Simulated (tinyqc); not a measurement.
## Narrowing from the saturation current

Problem. A uniform n-type emitter has J0 = (q p0 D/L)(s + tanh(W/L))/(1 + s tanh(W/L)), D = mup Vt, s = S L/D, and p0 = (ni^2/N) exp(dE_app/kB T), where dE_app = dEg + kB T ln[(N/Nc) exp(-eta)]. Find p0, dE_app and dEg.

Values chosen for this exercise; band and dielectric values those of a made-up semiconductor:
- T = 250 K (temperature)
- Nc = 2.21e19 cm^-3 (conduction-band density of states at 250 K)
- N = 2e19 cm^-3 (ionised donor density)
- mup = 150 cm^2/(V s) (minority-hole mobility)
- W = 47 nm (emitter width)
- S = 2.2e6 cm/s (recombination velocity at the contact)

Constants: q = 1.602176634e-19 C, kB = 1.380649e-23 J/K, Vt = kB T/q. Results are converted to the units shown.

J0 = 7.3494681e-7 fA/cm^2
L = 1872.2831 nm
ni = 92889.807 cm^-3
converged eta = 0.21616551

Answer. J0 gives p0, its ratio to ni^2/N gives dE_app, and the degeneracy term is taken off.

p0 = 8.754e-9 cm^-3
dE_app = 64.85 meV
dEg = 71.66 meV

Numbers from tinyqc (`OMP_NUM_THREADS=1 python tinyqc.py 2330017 2330018 out.jsonl`; about 0.01 s on one thread of a shared Intel Xeon 2.30GHz).
